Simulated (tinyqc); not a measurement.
A barrier in a uniform field, exact transmission by Airy functions: one step of the calculation.

The left lead has its band edge at 0, the barrier edge falls as U(x) = U0 - F x with F = V/d for 0 < x < d, and the right lead has its edge at -V. No transverse momentum; C = hbar^2/(2 m0); psi and psi'/m are continuous. M carries (psi, psi'/m) across the barrier.

Question. Scaled variables. Energy scale e = (C F^2/m1)^(1/3), z(x) = (U(x) - E)/e, s = (dz/dx)/m1 = -F/(e m1); v = k/m in a lead. vL = sqrt(mL E/C)/mL, vR = sqrt(mR (E + V)/C)/mR.

Parameters, values chosen for the exercise; masses and offsets of a made-up heterostructure:
```
symbol,value,unit,meaning
mL,0.18,m0,mass in the left lead
U0,0.7,eV,barrier edge at x = 0
m1,0.26,m0,mass in the barrier
E,0.252,eV,electron energy
d,3,nm,barrier width
V,1.1,V,voltage across the barrier
mR,0.18,m0,mass in the right lead
```

Constants: q = 1.602176634e-19 C, hbar = 1.054571817e-34 J s, m0 = 9.1093837015e-31 kg, hbar^2/(2 m0) = 0.0380998212 eV nm^2. Results are converted to the units shown.

Give: F; e; z1; z2; s; vL; vR.

Answer.

F = 0.3667 V/nm
e = 0.2701 eV
z1 = 1.659
z2 = -2.414
s = -5.222 1/nm
vL = 6.062 1/nm
vR = 14.04 1/nm

z2 < 0: the electron leaves the forbidden region inside the barrier.

Range of the model: Masses are held fixed, although real bands cease to be parabolic a few tenths of an eV from their edges.

Program tinyqc, `OMP_NUM_THREADS=1 python tinyqc.py 2580040 2580041 out.jsonl`; Intel Xeon 2.30GHz, shared host, one thread, about 0.01 s.
